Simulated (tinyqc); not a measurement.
Gate-all-around wire with two subbands, quantum capacitance: effect of the temperature.

phi is the Fermi level above the lowest subband edge, in volts; Vg is counted from the gate voltage at which an empty wire would have phi = 0. Both directions of motion are filled (equilibrium).

N1 = gv sqrt(2 md m0 kB T/(pi hbar^2)); n1 = N1 F(phi/Vt), n2 = g2 N1 F((phi - E2)/Vt), n = n1 + n2, F(e) = (1/sqrt(pi)) int_0^infinity u^(-1/2) du/(1 + exp(u - e)); Cq = q dn/dphi = (q N1/Vt) [F'(phi/Vt) + g2 F'((phi - E2)/Vt)]. Cox = 2 pi eps0 eox/ln(1 + tox/rw) per length; Vg = phi + q n/Cox. 1/C_G = 1/Cox + 1/(Cq); dphi/dVg = Cox/(Cox + Cq).

Values chosen for this exercise: relative permittivity of the gate insulator (close to silicon dioxide) eox = 3.9; insulator thickness tox = 18 nm; mass along the wire md = 0.071 m0; valley degeneracy gv = 2; second subband above the first E2 = 0.28 eV; orbital degeneracy of the second subband g2 = 2; radius of the wire rw = 2.1 nm; gate voltage Vg = 1.07 V.

Constants: q = 1.602176634e-19 C, kB = 1.380649e-23 J/K, hbar = 1.054571817e-34 J s, m0 = 9.1093837015e-31 kg, Vt = kB T/q, eps0 = 8.8541878128e-14 F/cm where lengths are in cm. Results are converted to the units shown.

The same in every row: Cox (pF/cm) = 0.9605.

Effect of the temperature:
```
T (K)	phi (V)	n (cm^-1)	Cq (pF/cm)	C_G (pF/cm)	dphi/dVg	share of the second band (%)
50	0.1098	5.756e6	4.210	0.7821	0.1858	2.472e-16
77	0.1100	5.756e6	4.218	0.7824	0.1855	3.250e-10
120	0.1104	5.753e6	4.242	0.7832	0.1846	4.100e-6
200	0.1117	5.745e6	4.330	0.7861	0.1816	0.004050
300	0.1142	5.730e6	4.499	0.7915	0.1760	0.1415
400	0.1161	5.719e6	4.729	0.7984	0.1688	0.8571
500	0.1164	5.717e6	5.002	0.8058	0.1611	2.472
```

As T goes from 50 to 500, Cq rises from 4.21 to 5.00 pF/cm, C_G/Cox rises from 0.814 to 0.839 and n falls from 5.76e6 to 5.72e6 cm^-1. Cq exceeds Cox in every row, so the insulator is the tighter limit, though Cq still cuts C_G by up to 19 %.

Computed by the program tinyqc: `OMP_NUM_THREADS=1 python tinyqc.py 2200018 2200019 out.jsonl`, one thread of a shared Intel Xeon 2.30GHz, about 0.01 s for the whole run.
